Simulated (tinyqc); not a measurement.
Power law or saturation: oxide trap near a transistor channel: two-state multiphonon kinetics, telegraph noise and bias instability. Computed by tinyqc, a small Python program. Command: `OMP_NUM_THREADS=1 python tinyqc.py 3027448 3027449 out.jsonl oxidetrap walk`. One thread of a shared host (Intel(R) Xeon(R) Processor @ 2.30GHz), about 0.01 s of CPU time with the checks.

An n-channel device under positive gate bias. The trap is empty (state 1) or holds an electron (state 2); both states are parabolas of equal curvature, and the electron reservoir is taken at the Fermi level of the channel.

Inputs (values chosen for the exercise, with an insulator like SiO2 on silicon):
```
quantity                           value  unit
attempt rate k_0 at the interface  2e+11   1/s
temperature T                        300     K
mean capture barrier mu_c              1    eV
spread of the barriers s_c          0.23    eV
saturation shift dV_max              130    mV
```

Parts treated: one trap and an ensemble.

Constants: k_B = 8.617333262e-05 eV/K.

Method. For a normal spread of capture barriers (given for the stress field, with depth and field not resolved, k_0 being taken as the effective rate of the ensemble), traps with barrier below k_B T ln(k_0 t) are filled: dV(t) = (dV_max/2) erfc((mu_c - k_B T ln(k_0 t))/(sqrt(2) s_c)); local exponent n = d ln dV/d ln t (central difference, factor 1.01 in t). The extrapolation continues the power law fitted through 10 s and 1000 s.

Against stress time:
```
t (s)     shift (mV)  local exponent  power law (mV)  shift at T + 50 K (mV)
1.00e-03        1.81         0.28673            3.54                    4.26
1.00e-01        6.02         0.23544            7.49                   14.03
1.00e+01       15.88         0.18638           15.88                   34.21
1.00e+03       33.66         0.14050           33.66                   63.46
1.00e+05       58.33         0.09911           71.35                   93.22
1.00e+07       84.66         0.06385          151.24                  114.48
3.00e+08      101.35         0.04273          263.40                  123.22
```

The exponent falls from 0.287 to 0.043 as the front climbs the distribution, so the power law overstates the shift at 3e8 s (about ten years) by a factor 2.60. Heating by 50 K raises the shift at 1000 s by a factor 1.89: time and temperature enter only through T ln(k_0 t).
